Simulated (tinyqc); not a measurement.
Slater-Koster d bands of an fcc metal: sweeps and comparisons. A value that a table varies takes the place of the one given here.

Slater-Koster d bands. For a bond with direction cosines (l, m, n) the 5 x 5 block is dds Ps + ddp Pp + ddd (1 - Ps - Pp), the projectors on sigma, pi and delta states about the bond; for instance <xy|xy> = 3 l^2 m^2 dds + (l^2 + m^2 - 4 l^2 m^2) ddp + (n^2 + l^2 m^2) ddd, <xy|yz> = 3 l m^2 n dds + l n (1 - 4 m^2) ddp + l n (m^2 - 1) ddd and <3z2-r2|3z2-r2> = (n^2 - (l^2 + m^2)/2)^2 dds + 3 n^2 (l^2 + m^2) ddp + (3/4)(l^2 + m^2)^2 ddd. H(k) sums the blocks times cos(k.R) over the neighbours; the d level is the zero of energy; k in 2 pi/a.

Neighbours: twelve at (a/2)(1,1,0) and equivalents.

Mesh: k = f1 b1 + f2 b2 + f3 b3 with fractions (j + 1/2)/N, j = 0 to N - 1, and b = (-1,1,1), (1,-1,1), (1,1,-1) for fcc, (0,1,1), (1,0,1), (1,1,0) for bcc, unit vectors for simple cubic. The lowest Nd/10 of all levels are filled with two electrons each; the bond energy is their sum per atom.

Inputs chosen for the exercise (of the size met in Ir; the results hold for these values, not for the real material):
- dds = -1.156 eV (dd sigma)
- ddp = 0.682 eV (dd pi)
- ddd = -0.185 eV (dd delta)
- N = 8 (mesh)
- f2 = 0.487 (factor for second neighbours in bcc)

## Band filling: full bands against the rectangular model

W = sqrt(12 mu2) with mu2 the mean square level on the mesh; rectangular model: Fermi level W (Nd/10 - 1/2), bond energy -W Nd (10 - Nd)/20. The Fermi level of the mesh is the highest filled level.

Per atom (eV):
```
Nd  EF, bands  bond energy, bands  EF, rectangle  bond energy, rectangle
1      -3.184              -3.873         -3.280                  -3.690
2      -2.512              -6.703         -2.460                  -6.560
3      -1.710              -8.806         -1.640                  -8.611
4      -0.799             -10.081         -0.820                  -9.841
5       0.187             -10.373          0.000                 -10.251
6       1.128              -9.722          0.820                  -9.841
7       1.776              -8.245          1.640                  -8.611
8       2.442              -6.138          2.460                  -6.560
9       3.031              -3.359          3.280                  -3.690
```

W = 8.201 eV
full width on the mesh = 9.241 eV

What does this show, and why?

The bond energy is deepest at Nd = 5 (-10.373 eV); the rectangle has its minimum at 5. The two differ most at Nd = 8, by 0.423 eV or 4 % of the deepest value: the second moment fixes the parabola, and higher moments the rest. At Nd = 3 and 7 the bands give -8.806 and -8.245 eV, a skew towards less than half filling.

## Which lattice a d-band metal prefers

fcc has twelve neighbours, bcc eight and six (the six times f2), simple cubic six. The integrals of bcc and sc are scaled so that all three have the second moment of fcc, which stands for equal repulsion (structural energy difference theorem). s and p electrons are left out.

Bond energy per atom:
```
Nd  fcc (eV)  bcc - fcc (meV)  sc - fcc (meV)
1     -3.873              263            -119
2     -6.703              182             -12
3     -8.806             -133             338
4    -10.081             -444             676
5    -10.373              -93             661
6     -9.722              400             317
7     -8.245              459            -223
8     -6.138              232            -577
9     -3.359             -161            -633
```

scale factors: bcc 1.1285, sc 1.4142

mu3/mu2^1.5: fcc -0.180, bcc -0.175, sc 0.000

mu4/mu2^2: fcc 1.804, bcc 1.678, sc 2.317

largest change of a difference when N is raised to 14 = 31 meV

How do the results move?

fcc is lowest for Nd = 6. bcc is lowest for Nd = 3, 4 and 5. sc is lowest for Nd = 1, 2, 7, 8 and 9. bcc gains most on fcc at Nd = 4 (-444 meV). A small fourth moment marks a two-peaked band, which tends to favour fillings near one half; bcc has -7 % against fcc, and at Nd = 5 it lies -93 meV from fcc (differences of a few tens of meV are within the error of the mesh; hcp is left out, and this d-only model can miss the lattice of the real metal). The third moments, from three-membered rings, skew the bands. That simple cubic wins anywhere comes from keeping d bands and equal second moments alone; no transition metal takes it. Differences below about 31 meV are within the error of this mesh, and the s and p electrons left out weigh most where the d band is nearly empty or full.

## What each integral does

Levels at Gamma, E(t2g) = 3 dds + 4 ddp + 5 ddd, E(eg) = 1.5 dds + 6 ddp + 4.5 ddd, and W = sqrt(12 mu2), the width of a rectangular band with the same second moment mu2 = z (dds^2 + 2 ddp^2 + 2 ddd^2)/5, z = 12. Each row changes one parameter from the base and keeps the others.

Results:
```
case              t2g (eV)  eg (eV)  W (eV)
base               -1.6650   1.5255  8.2005
dds = -0.9826 eV   -1.1448   1.7856  7.5212
ddp = 0.7843 eV    -1.2558   2.1393  8.7114
ddd = -0.2127 eV   -1.8035   1.4008  8.2391
```

What can be read from the table?

The largest shifts from the base row, up to three for each result and ties (the steps differ in size, so this ranks the rows, not the parameters). t2g (eV): dds +0.5202, ddp +0.4092, ddd -0.1385. eg (eV): ddp +0.6138, dds +0.2601, ddd -0.1246. W (eV): dds -0.6793, ddp +0.5109, ddd +0.0386. The ratio of the shifts of t2g and eg names the integral: 3 : 1.5 for dds, 4 : 6 for ddp, 5 : 4.5 for ddd.

Computed by tinyqc, a small Python program: `OMP_NUM_THREADS=1 python tinyqc.py 1452599 1452600 out.jsonl` (the numbers bound the seed that draws the inputs); one thread of a shared host (Intel(R) Xeon(R) Processor @ 2.30GHz), about 0.03 s for the whole set of steps.
